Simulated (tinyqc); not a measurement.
# Frequency dispersion of an accumulation capacitance by border traps, distributed model: effect of the insulator thickness

Traps spread evenly through the insulator exchange electrons with the semiconductor by tunnelling, with tau(x) = t0 exp(2 ka x) at depth x from the interface. The admittance per area Y seen at depth x obeys dY/dx = -Y^2/(i w eps0 eox) + q Nb ln(1 + i w tau)/tau, with Y(0) = i w Cs and w = 2 pi f; the gate sees Y(tox) = G + i w C. Working variable y = Y/(i w), in uF/cm^2. Cox = eps0 eox/tox.

Cox; trap-free value 1/(1/Cox + 1/Cs); response depth d = ln(1/(w t0))/(2 ka), where w tau = 1; lumped estimate: all traps within d act as C_bt = q Nb d placed at d/2, so C = 1/{1/[1/(1/Cs + d/(2 eps0 eox)) + C_bt] + (tox - d/2)/(eps0 eox)}. C and G from a fine integration; dispersion -d C/d log10 f over C, from f times and over 1.1. For a broad spread of time constants G/w is close to -(pi/2) dC/d ln w.

Inputs (values chosen for the exercise); permittivity close to that of hafnium oxide: relative permittivity of the insulator eox = 18.9; semiconductor capacitance in accumulation Cs = 2.1 uF/cm^2; density of border traps Nb = 5e19 cm^-3 eV^-1; decay constant of the wave function in the insulator ka = 6 1/nm; time constant of a trap at the interface t0 = 3e-10 s; frequency f = 1000 Hz.

Constants: q = 1.602176634e-19 C, eps0 = 8.8541878128e-14 F/cm where lengths are in cm. Results are converted to the units shown.

The same in every row: d (nm) = 1.098.

Effect of the insulator thickness:
```
tox (nm),C (uF/cm^2),G/w (uF/cm^2),dispersion (% a decade),-(pi/2) dC/d ln w (uF/cm^2),lumped C (uF/cm^2),trap-free C (uF/cm^2)
2,2.342,0.08233,5.149,0.08226,2.282,1.679
2.8,2.106,0.06660,4.631,0.06654,2.057,1.554
3.9,1.850,0.05138,4.068,0.05135,1.812,1.410
5.4,1.587,0.03780,3.489,0.03778,1.559,1.252
7.5,1.324,0.02629,2.909,0.02627,1.304,1.082
10,1.105,0.01832,2.429,0.01831,1.091,0.9313
14,0.8743,0.01146,1.921,0.01146,0.8656,0.7617
20,0.6657,0.006645,1.462,0.006641,0.6606,0.5983
```

Read the table: what changes, and by how much?

As tox goes from 2 to 20, C falls from 2.34 to 0.666 uF/cm^2, the dispersion falls from 5.15 to 1.46 % a decade and G/w falls from 0.0823 to 0.00665 uF/cm^2. The lumped estimate is 2.6 % below C in the first row and 0.77 % below it in the last.

Numbers from tinyqc (`OMP_NUM_THREADS=1 python tinyqc.py 2202136 2202137 out.jsonl`; about 0.6 s on one thread of a shared Intel Xeon 2.30GHz).
